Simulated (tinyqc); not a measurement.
Inside a calculation. Method: geometry optimisation on the UHF/sto-6g surface (energies and gradients from PySCF), for H4, spin multiplicity 3. The optimisation ends on separated fragments, where the gradient is small because the surface is flat. Computed by tinyqc, a small Python program that keeps every step (integrals from PySCF). Settings: charge = 0, multiplicity = 3, basis = sto-6g, optimiser = bfgs, first Hessian = 0.15, largest step = 0.5, iteration cap = 30. Command: `OMP_NUM_THREADS=1 python tinyqc.py 27089 27090 out.jsonl` (the two numbers bound the seeds that draw the settings). One thread of a shared host (Intel(R) Xeon(R) Processor @ 2.60GHz), about 2 s of CPU time with the checks.

## Step 1: energy and gradient

positions at the start (bohr):
```
,x,y,z
1H,0.028346,-0.011338,-0.054802
2H,-0.026456,-0.071810,1.494773
3H,-0.035905,2.137280,0.030236
4H,-0.001890,2.193972,1.591149
```

Self-consistent energy and analytic gradient at these positions.

energy = -1.81064857 hartree

gradient (hartree/bohr):
```
,x,y,z
1H,-0.00065507,-0.04393126,0.17152736
2H,0.00159488,-0.00742161,-0.18493531
3H,-0.00138649,0.02776574,0.19522956
4H,0.00044667,0.02358713,-0.18182161
```

## Step 1: move

Quasi-Newton step p = -H^(-1) g (first H = 0.15 times the unit matrix); steps longer than 0.5 bohr are cut back (factor 0.202 here).

positions after step 1 (bohr):
```
,x,y,z
1H,0.029227,0.047767,-0.285575
2H,-0.028602,-0.061825,1.743585
3H,-0.034039,2.099924,-0.232426
4H,-0.002491,2.162238,1.835772
```

## Step 2: energy and gradient

As before.

energy = -1.90004397 hartree

gradient (hartree/bohr):
```
,x,y,z
1H,0.00280254,-0.02390352,0.01156310
2H,-0.00170984,0.02376423,-0.01671857
3H,-0.00272887,0.01820622,0.03001654
4H,0.00163617,-0.01806693,-0.02486108
```

## Step 2: move

inverse Hessian in use (bohr^2/hartree), lower triangle:
```
,1,2,3,4,5,6,7,8,9,10,11,12
1,6.666444
2,-0.007309,6.686330
3,0.031470,0.119992,5.429899
4,0.000358,0.005489,-0.028575,6.666242
5,-0.002232,-0.063583,0.281497,0.003356,6.644623
6,-0.033778,-0.119140,1.293496,0.030437,-0.301772,5.315130
7,-0.000160,0.005372,-0.014765,0.000001,-0.001204,0.016242,6.666986
8,0.004508,-0.019884,-0.046725,-0.003199,0.038926,0.043911,-0.003631,6.683947
9,0.035214,0.096011,-1.249296,-0.031051,0.313543,1.301484,-0.018085,-0.027545,5.424995
10,0.000024,-0.003552,0.011870,0.000066,0.000080,-0.012901,-0.000160,0.002321,0.013922,6.666737
11,0.005033,0.063804,-0.354764,-0.005647,0.046701,0.377002,-0.000537,-0.036322,-0.382008,0.001151,6.592485
12,-0.032907,-0.096862,1.192568,0.029189,-0.293267,-1.243444,0.016608,0.030359,1.189484,-0.012890,0.359770,5.528059
```

Quasi-Newton step p = -H^(-1) g (the inverse Hessian comes from BFGS updates; coordinates in the order x, y, z of each atom); steps longer than 0.5 bohr are cut back.

positions after step 2 (bohr):
```
,x,y,z
1H,0.007628,0.202000,-0.269165
2H,-0.014700,-0.246108,1.758058
3H,-0.014234,1.979002,-0.341270
4H,-0.014599,2.313209,1.913733
```

## Convergence

Stop when the largest gradient component is below 3e-5 hartree/bohr. The inverse Hessian follows the BFGS update with s = step, y = change of gradient.

Course of the optimisation:
```
step,E (hartree),largest gradient (hartree/bohr)
1,-1.81064857,1.95e-01
2,-1.90004397,3.00e-02
3,-1.93530733,6.85e-02
4,-1.98349271,6.07e-02
5,-2.01891084,3.84e-02
6,-2.03989305,1.91e-02
7,-2.05179502,2.34e-02
8,-2.05873796,1.95e-02
9,-2.06323537,1.27e-02
10,-2.06573576,1.86e-03
11,-2.06687526,8.77e-03
12,-2.06762111,1.45e-03
13,-2.06793446,4.60e-03
14,-2.06811427,2.23e-03
15,-2.06819768,1.59e-03
16,-2.06824312,9.98e-04
17,-2.06826611,1.02e-03
18,-2.06827920,2.16e-04
19,-2.06827883,3.01e-03
20,-2.06828616,1.61e-04
21,-2.06828829,1.27e-04
22,-2.06829020,1.25e-03
23,-2.06829146,1.77e-04
24,-2.06829226,1.20e-04
25,-2.06829269,8.43e-04
26,-2.06829318,5.97e-05
27,-2.06829345,7.30e-05
28,-2.06829340,7.95e-04
29,-2.06829375,2.91e-05
```

Final distances (angstrom):
```
pair,distance
2H-1H,4.603018
3H-1H,0.710489
3H-2H,5.022289
4H-1H,4.355940
4H-2H,7.459865
4H-3H,4.791920
```

Converged in 29 steps.
